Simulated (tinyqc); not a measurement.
Velocity overshoot from momentum and energy balance equations after a field step. Changing the energy relaxation time tau_E. Computed by tinyqc, a small Python program. Command: `OMP_NUM_THREADS=1 python tinyqc.py 3017161 3017162 out.jsonl overshoot sweep`. One thread of a shared host (Intel(R) Xeon(R) Processor @ 2.30GHz), about 0.03 s of CPU time with the checks.

At t = 0 the field jumps from 0 to F in a uniform sample. v is the drift velocity and u = w - (3/2) k_B T the excess energy per carrier.

Inputs (values chosen for the exercise, modelled on electrons in strained silicon except for tau_E): effective mass m = 0.21 m_0; low-field mobility mu_0 = 2600 cm^2/(V s); saturation velocity v_s = 1.1 1e7 cm/s; field after the step F = 23 kV/cm; lattice temperature T = 300 K; time step dt = 4.3 fs.

Scheme: explicit Euler.

Constants: m_0 = 9.1093837015e-31 kg; e = 1.602176634e-19 C; k_B = 8.617333262e-05 eV/K.

Method:
- dv/dt = e F/m - v/tau_m(u), du/dt = e F v - u/tau_E, tau_m(u) = tau_0/(1 + c u), tau_0 = m mu_0/e, c = mu_0/(e tau_E v_s^2); this choice gives the steady state v (1 + mu_0 F v/v_s^2) = mu_0 F, which saturates at v_s. Steady velocity v = 2 mu_0 F/(1 + sqrt(1 + 4 (mu_0 F/v_s)^2)); u = e F v tau_E; carrier temperature T + 2u/(3 k_B), neglecting the drift energy m v^2/2.
- Step: v_new = v + dt (e F/m - v/tau_m(u)), u_new = u + dt (e F v - u/tau_E). Start v = u = 0; the distance adds dt (v + v_new)/2.
- Run to 8 times the larger of tau_E and tau_0, but at most 20001 steps, and stop early if |v| > 1000 v_s or u < -1/(2c); the run is accepted if the last v is within 0.5 % of the steady value.

One run for each value; columns: (1) energy relaxation time tau_E (ps); (2) peak over steady velocity; (3) time of the peak (fs); (4) distance at the peak (nm); (5) steady carrier temperature (K):
```
(1)      (2)    (3)     (4)     (5)
0.10  1.3504  120.4  10.723   478.6
0.15  1.4827  133.3  13.053   567.8
0.24  1.6590  146.2  15.770   728.5
0.55  2.0291  189.2  25.405  1282.0
0.85  2.2525  215.0  32.182  1817.7
1.30  2.4885  240.8  39.755  2621.2
2.00  2.7443  275.2  50.524  3871.1
```

Give the missing row, energy relaxation time tau_E (ps) = 0.36.

Computed row; columns: (1) energy relaxation time tau_E (ps); (2) peak over steady velocity; (3) time of the peak (fs); (4) distance at the peak (nm); (5) steady carrier temperature (K):
```
(1)      (2)    (3)     (4)    (5)
0.36  1.8307  167.7  20.264  942.8
```

Interpolating between the two neighbouring rows (the first column on a logarithmic scale, the others too where they are positive) misses most in steady carrier temperature (K), by 1.9 %. Over the rows, peak over steady velocity rises from 1.35 to 2.74 (exponent d ln y / d ln x about 0.24 throughout); time of the peak (fs) rises from 120 to 275 (exponent d ln y / d ln x 0.25 between the first rows and 0.31 between the last); distance at the peak (nm) rises from 10.7 to 50.5 (exponent d ln y / d ln x 0.48 between the first rows and 0.56 between the last). The steady velocity is the same in every row; a longer tau_E delays the heating and so lets v climb further towards mu_0 F.

Extremes, crossings and ranges named in words are read from the listed rows.
